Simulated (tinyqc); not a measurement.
# Bandgap voltage reference from two bipolar transistors: effect of the temperature coefficient of both resistors

Two transistors of area 1 and N carry the same current I. Is(T) = Is (T/T0)^eta exp[(Vg0 q/kB)(1/T0 - 1/T)], VBE1 = Vt ln(I/Is(T)) + I rb, VBE2 = Vt ln(I/(N Is(T))) + I rb/N. The amplifier forces I R1(T) = VBE1 - VBE2 + Vos, with R(T) = R (1 + tc (T - T0)) for both resistors, and the output is Vref = VBE1 + I R2(T). Base currents and the Early effect are neglected.

Vt = kB T/q; I = (Vt ln N + Vos)/(R1(T) - rb (1 - 1/N)). Box coefficient: span of Vref between 233 and 398 K over its average over T and over 165 K. The last column is the R2 that gives zero slope at T0.

Parameters, values chosen for the exercise; values of the order met in silicon bipolar transistors: reference temperature T0 = 300 K; band-gap voltage extrapolated to 0 K Vg0 = 1.163 V; temperature exponent of the saturation current eta = 3.1; saturation current of the unit transistor at T0 Is = 6.1e-17 A; area ratio of the second transistor N = 15; resistor across which the difference of VBE falls, at T0 R1 = 2.1 kohm; offset of the amplifier Vos = 0 mV; series resistance of the unit transistor rb = 12 ohm; output resistor at T0 R2 = 14.99 kohm.

Constants: q = 1.602176634e-19 C, kB = 1.380649e-23 J/K. Results are converted to the units shown.

Result of one run:
```
tc (ppm/K)  I at T0 (uA)  Vref at T0 (V)  slope at T0 (uV/K)  box coefficient (ppm/K)  R2 for zero slope (kohm)
2000               33.52           1.202              -110.3                    100.5                     15.98
```

What becomes of these results when the temperature coefficient of both resistors tc is changed from 2000 to 0 ppm/K, all else the same?

Result of the changed run:
```
tc (ppm/K)  I at T0 (uA)  Vref at T0 (V)  slope at T0 (uV/K)  box coefficient (ppm/K)  R2 for zero slope (kohm)
0                  33.52           1.202              -52.15                    49.29                     15.46
```

The whole series:
```
tc (ppm/K)  I at T0 (uA)  Vref at T0 (V)  slope at T0 (uV/K)  box coefficient (ppm/K)  R2 for zero slope (kohm)
-2000              33.52           1.202               6.030                    8.024                     14.94
-1000              33.52           1.202              -23.06                    22.00                     15.20
0                  33.52           1.202              -52.15                    49.29                     15.46
1000               33.52           1.202              -81.24                    75.41                     15.72
2000               33.52           1.202              -110.3                    100.5                     15.98
3000               33.52           1.202              -139.4                    125.0                     16.24
```

As tc goes from -2000 to 3000, Vref stays at 1.202 V and the box coefficient rises from 8.02 to 125 ppm/K.

Numbers from tinyqc (`OMP_NUM_THREADS=1 python tinyqc.py 2062203 2062204 out.jsonl`; about 0.03 s on one thread of a shared Intel Xeon 2.30GHz).
